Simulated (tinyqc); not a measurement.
Inside a calculation: density of states of one tight-binding band on the triangular lattice. Values are carried at full precision from step to step, so a last printed digit may differ when a step is redone from the rounded ones.

E(k) = -2 t (cos 2 pi k1 + cos 2 pi k2 + cos 2 pi (k1 + k2)); k in fractions of the reciprocal vectors, mesh k_i = j/N with j = 0 .. N-1. Densities are per cell and per spin, so the band holds one state.

Parameters, chosen for this exercise: t = 1.63 eV (nearest hopping); N = 6 (mesh points along each axis); bins = 10 (bins of the histogram); E_lo = -9.813 eV (lower end of the histogram); E_hi = 4.917 eV (upper end); E = -4.64 eV (energy at which the density is wanted); sigma = 0.163 eV (Gaussian width).

## Energies on the mesh

Evaluate the band at all 36 points and collect equal values.

Distinct energies:

| E_k (eV) | points |
|---|---|
| -9.7800 | 1 |
| -6.5200 | 6 |
| -1.6300 | 6 |
| 0.0000 | 6 |
| 3.2600 | 15 |
| 4.8900 | 2 |

The 36 points give 6 distinct energies between -9.7800 and 4.8900 eV; a dense mesh gives a band from -9.780 to 4.890 eV.

## Histogram

Count the points in equal bins from E_lo to E_hi; g = count/(all points x bin width).

Histogram:

| from (eV) | to (eV) | points | g (1/eV) |
|---|---|---|---|
| -9.8130 | -8.3400 | 1 | 0.0189 |
| -8.3400 | -6.8670 | 0 | 0.0000 |
| -6.8670 | -5.3940 | 6 | 0.1131 |
| -5.3940 | -3.9210 | 0 | 0.0000 |
| -3.9210 | -2.4480 | 0 | 0.0000 |
| -2.4480 | -0.9750 | 6 | 0.1131 |
| -0.9750 | 0.4980 | 6 | 0.1131 |
| 0.4980 | 1.9710 | 0 | 0.0000 |
| 1.9710 | 3.4440 | 15 | 0.2829 |
| 3.4440 | 4.9170 | 2 | 0.0377 |

Empty bins: 4 of 10; the fullest holds 15 points. Empty bins inside the band come from the coarse mesh, not from gaps.

## Gaussian broadening at one energy

Gaussian broadening: g(E) = mean over the mesh of exp(-(E - E_k)^2/(2 sigma^2))/(sigma sqrt(2 pi)), n(E) = mean of erfc((E_k - E)/(sigma sqrt 2))/2.

Sum over the distinct energies with their counts.

n(E) = 0.1944
g(E) = 0.0000 1/eV

## One triangle of the mesh

For corner energies e1 <= e2 <= e3 and eij = ei - ej, the share of the triangle below E is n = (E - e1)^2/(e21 e31) for e1 < E < e2 and n = 1 - (e3 - E)^2/(e31 e32) for e2 < E < e3; its density of states is g = dn/dE.

corner energies, sorted (eV): -6.5200  -1.6300  0.0000

Find its share below E and its density of states at E.

n = 0.1109
g = 0.1179 1/eV

E lies between corners 1 and 2.

## Sum over all linear triangles

Each cell of the mesh is cut along (i+1, j)-(i, j+1) into two triangles. For corner energies e1 <= e2 <= e3 and eij = ei - ej, the share of the triangle below E is n = (E - e1)^2/(e21 e31) for e1 < E < e2 and n = 1 - (e3 - E)^2/(e31 e32) for e2 < E < e3; its density of states is g = dn/dE.

Average n and g over all pieces of the mesh. The reference uses the same method with N = 240.

n(E) = 0.1536
g(E) = 0.0406 1/eV
reference n(E) = 0.169
reference g(E) = 0.039 1/eV

On this mesh the linear method errs by +0.002 1/eV in g and -0.016 in n; the Gaussian sum erred by -0.039 and +0.025.

## Checks

- States below the top of the band by the linear method against one: both 1.000000.

tinyqc: `OMP_NUM_THREADS=1 python tinyqc.py 1650071 1650072 out.jsonl`; about 0.09 s, one thread, shared Intel(R) Xeon(R) Processor @ 2.30GHz.
